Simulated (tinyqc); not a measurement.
Crystal pulling from the melt: segregation, interface stability, heat balance and point-defect regime: one step, computed by the program tinyqc.

A dilute solute; steady pulling with a flat interface unless it is found unstable.

Question. Constitutional supercooling. Liquidus slope per concentration (van 't Hoff): |m| = k_B T_m^2 (1 - k0)/L. Solute gradient at the interface: G_C = (V/D) C_s (1 - k0)/k0. Constitutional supercooling sets in when |m| G_C > G_L. Critical C_s from the equality.

Inputs (values chosen for the exercise, modelled on antimony in silicon):
```
quantity                      value    unit
equilibrium coefficient k0    0.022       -
diffusivity in the melt D   0.00011  cm^2/s
pull rate V                     1.1  mm/min
gradient in the melt G_L         14    K/cm
latent heat per volume L       4070  J/cm^3
melting point T_m              1685       K
```

C_s = 1.340827e+18 1/cm^3

Constants: k_B = 1.380649e-23 J/K.

Give: |m|; |m| G_C; critical C_s; ratio |m| G_C/G_L.

Answer.

|m| = 9.4195e-21 K cm^3

|m| G_C = 9.3576 K/cm

critical C_s = 2.0060e+18 1/cm^3

ratio |m| G_C/G_L = 0.66840

The interface is stable by this test, with a margin of 1.5.
